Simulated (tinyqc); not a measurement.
Static response in three, two and one dimensions: static screening by free carriers.

Lindhard at zero temperature: eps(q)/eps = 1 + (qTF/q)^2 L(x), x = q/(2 kF), L(x) = 1/2 + ((1 - x^2)/(4x)) ln|(1 + x)/(1 - x)|.

kF = 0.0221427 1/angstrom
qTF = 0.0958622 1/angstrom

x = q/(2 kF). Response over its long-wave value: L3 as above; L2 = 1 for x <= 1 and 1 - sqrt(1 - 1/x^2) beyond; L1 = ln|(1 + x)/(1 - x)|/(2x).

Response:

| x | L3 | L2 | L1 | eps(q)/eps, Lindhard 3D | Thomas-Fermi |
|---|---|---|---|---|---|
| 0.099 | 0.997 | 1.000 | 1.003 | 477.5 | 479.1 |
| 0.297 | 0.970 | 1.000 | 1.031 | 52.53 | 54.12 |
| 0.495 | 0.914 | 1.000 | 1.096 | 18.48 | 20.12 |
| 0.694 | 0.820 | 1.000 | 1.233 | 8.973 | 10.73 |
| 0.892 | 0.664 | 1.000 | 1.605 | 4.910 | 6.889 |
| 0.971 | 0.562 | 1.000 | 2.173 | 3.793 | 5.970 |
| 1.011 | 0.472 | 0.853 | 2.576 | 3.162 | 5.584 |
| 1.090 | 0.364 | 0.602 | 1.443 | 2.437 | 4.944 |
| 1.288 | 0.235 | 0.370 | 0.805 | 1.664 | 3.824 |
| 1.586 | 0.145 | 0.224 | 0.468 | 1.271 | 2.863 |
| 2.180 | 0.073 | 0.111 | 0.227 | 1.072 | 1.986 |

Next to x = 1 the table has L3 = 0.562 and 0.472, L2 = 1.000 and 0.853, L1 = 2.173 and 2.576: an infinite slope in 3D, a kink in 2D and a logarithmic peak in 1D, where the whole Fermi surface is joined by 2 kF. These features give Friedel oscillations of period pi/kF = 142 angstrom at zero temperature; they wash out once kT nears EF, so this table, for T = 0, describes the gas only where EF is well above kT. Thomas-Fermi overstates eps(q) by 8.9 % at x = 0.495 and by 125.3 % at x = 1.586.

Run: tinyqc, `OMP_NUM_THREADS=1 python tinyqc.py 1682103 1682104 out.jsonl`; Intel(R) Xeon(R) Processor @ 2.30GHz, one thread, shared host; about 0.01 s of CPU time with all checks.
